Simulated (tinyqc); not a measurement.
Gate-all-around wire, scale length and short-channel effects: two steps of the calculation.

A round wire of diameter ts in an insulator shell of thickness ti under a surrounding gate. Below threshold the potential that source and drain add obeys Laplace's equation and vanishes on the gate. Its lowest mode decays along the channel as exp(-k y); k is the smallest positive root of the matching condition at the interface, and the scale length is Lambda = pi/k.

Parameters, values chosen for the exercise; permittivities: semiconductor close to that of silicon, insulator close to that of zirconium oxide:
```
symbol  value  unit                                     meaning
T         300     K                                 temperature
eps_r    11.7        relative permittivity of the semiconductor
ei       24.8            relative permittivity of the insulator
ti        7.9    nm                         insulator thickness
ts        5.9    nm                               wire diameter
L          34    nm                              channel length
Vbi      1.02     V                     potential of the source
sT        0.6     V   potential of the barrier top at threshold
VTL      0.46     V                      long-channel threshold
m           1                          long-channel body factor
Vds       0.7     V                               drain voltage
```

Constants: q = 1.602176634e-19 C, kB = 1.380649e-23 J/K, Vt = kB T/q. Results are converted to the units shown.

Question 1. Decay constant by Newton steps. f(k) = ei J0(u)[J1(u) Y0(v) - Y1(u) J0(v)] - eps_r J1(u)[J0(u) Y0(v) - Y0(u) J0(v)], u = k ts/2, v = u + k ti; f' by a central difference with +/- 1e-5 1/nm; k(new) = k - f/f'.

k after iteration 1 = 0.23133450 1/nm

Wanted: f; f'; k after iteration 2.

Answer 1.

f = 0.5752
f' = -124.0 nm
k after iteration 2 = 0.2360 1/nm

Question 2. Threshold shift, barrier position and swing. Along the channel psi(y) = s + a exp(y/l) + b exp(-y/l) with psi(0) = Vbi, psi(L) = Vbi + Vds and l = 1/k = Lambda/pi; with A = Vbi - s, B = A + Vds, x = exp(-L/l): a = (B - A x) x/(1 - x^2), b = (A - B x)/(1 - x^2). The minimum is s + 2 sqrt(a b), at y = (l/2) ln(b/a). The long-channel potential follows the gate as s = sT + (Vg - VTL)/m, and the threshold VT is the gate voltage at which the minimum equals sT. Swing = m Vt ln 10/g at threshold, g = d(minimum)/ds = 1 - (b x + a)/((1 + x) sqrt(a b)).

l = 4.2351747 nm

Find: s at threshold; a; b; position of the minimum; VT; swing.

Answer 2.

s at threshold = 0.5742 V
a = 3.737e-4 V
b = 0.4454 V
position of the minimum = 15.00 nm
VT = 0.4342 V
swing = 62.02 mV/decade

The threshold lies 25.8 mV below the long-channel value, and the barrier top sits at 0.44 L from the source.

Program tinyqc, `OMP_NUM_THREADS=1 python tinyqc.py 2420085 2420086 out.jsonl`; Intel Xeon 2.30GHz, shared host, one thread, about 0.01 s.
